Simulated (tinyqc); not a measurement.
The same scatterer in wider strips: conductance of a narrow metal strip with scatterers (square lattice, Green functions).

A strip of W sites across with hard walls, site energy 0 and hopping -t. Mode n = 1 to W has profile chi_n(j) = sqrt(2/(W + 1)) sin(n j pi/(W + 1)) and energy en = -2t cos(n pi/(W + 1)); E = en - 2t cos(kn a). With z_n = exp(i kn a) (Im k > 0 for closed modes, |z| < 1) each lead gives the self-energy -t z_n in mode n. One column carries the site energies v, here one foreign atom. In the mode basis V_nm = sum_j chi_n(j) v_j chi_m(j), G = (E - en + 2 t z_n - V)^-1, and t_nm = 2t sqrt(sin(kn a) sin(km a)) G_nm in size for open modes. T = sum |t_nm|^2, conductance (2e^2/h) T.

Constants: e^2/h = 3.874045865e-05 S.

Values chosen for the exercise (hopping and spacing of the size met in Cu or Al; the lattice is a model; shifted at random, so the results belong to these values and not to a real crystal):
- t = 1.2 eV (hopping)
- a = 2.89 angstrom (spacing)
- E = 1.18 eV (Fermi energy)
- v = (0, -2.2, 0) eV (site energies in the scattering column)

Width (W + 1) a; the strength is the entry of v largest in size. The foreign atom sits at site W/2 + 1, rounded down. Added resistance (1/T - 1/M)/(2 e^2/h), M the number of open modes.

Against width:
```
W   width (angstrom)   M        T     T/M  added resistance (ohm)
3               11.6   2   1.9286  0.9643                   238.7
4               14.4   3   2.8043  0.9348                   300.3
5               17.3   4   3.7932  0.9483                   175.9
6               20.2   4   3.7814  0.9454                   186.5
8               26.0   6   5.3196  0.8866                   275.1
10              31.8   7   6.7910  0.9701                    56.7
14              43.4  10   9.4733  0.9473                    71.8
20              60.7  14  13.5559  0.9683                    30.2
```

What can be read from this table?

The added resistance is 239 ohm at W = 3 and 30.2 at W = 20; from W = 10 to 20 it changes by a factor 0.53, where 1/M gives 0.50 and 1/M^2 gives 0.25. A point scatterer removes at most one unit of M (here 0.07 to 0.68), so its resistance is at most 1/(M (M - 1)) in units of h/2e^2, without bound for M = 1, with jumps where modes open or where the site sits near a node of the open modes; the largest value is at W = 4 (300 ohm).

Computed by tinyqc, a small Python program: `OMP_NUM_THREADS=1 python tinyqc.py 1481689 1481690 out.jsonl` (the numbers bound the seed that draws the inputs); one thread of a shared host (Intel(R) Xeon(R) Processor @ 2.30GHz), about 0.01 s for the whole set of steps.
